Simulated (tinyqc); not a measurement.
The 3-omega method: a line heater on a substrate with a thin film: one step, computed by the program tinyqc. Command: `OMP_NUM_THREADS=1 python tinyqc.py 3003492 3003493 out.jsonl threeomega walk`. One thread of a shared host (Intel(R) Xeon(R) Processor @ 2.30GHz), about 0.01 s of CPU time with the checks.

A current at angular frequency omega = 2 pi f heats the line at 2 omega with the amplitude P per length; the temperature swing Delta T at 2 omega gives a voltage at 3 omega. The substrate is taken as semi-infinite and isotropic, and the heat capacity of heater and film is left out.

Task: Penetration depth. D = kappa/C; q = sqrt(2 i omega/D); penetration depth 1/|q| = sqrt(D/(2 omega)).

Inputs (values chosen for the exercise, modelled on a silicon-germanium alloy on gallium nitride):
```
quantity                      value           unit
substrate conductivity kappa    193        W/(m K)
substrate heat capacity C      2.96  1e6 J/(m^3 K)
heater half-width b               2     micrometre
current frequency f             120             Hz
substrate thickness d_s         500     micrometre
```

Give: diffusivity D; penetration depth; |q| b; penetration depth / d_s.

Result:

diffusivity D = 65.20 mm^2/s

penetration depth = 207.9 micrometre

|q| b = 0.009618

penetration depth / d_s = 0.4159

Caution: the penetration depth exceeds a fifth of the substrate thickness, so the back face is felt and the semi-infinite formula fails.
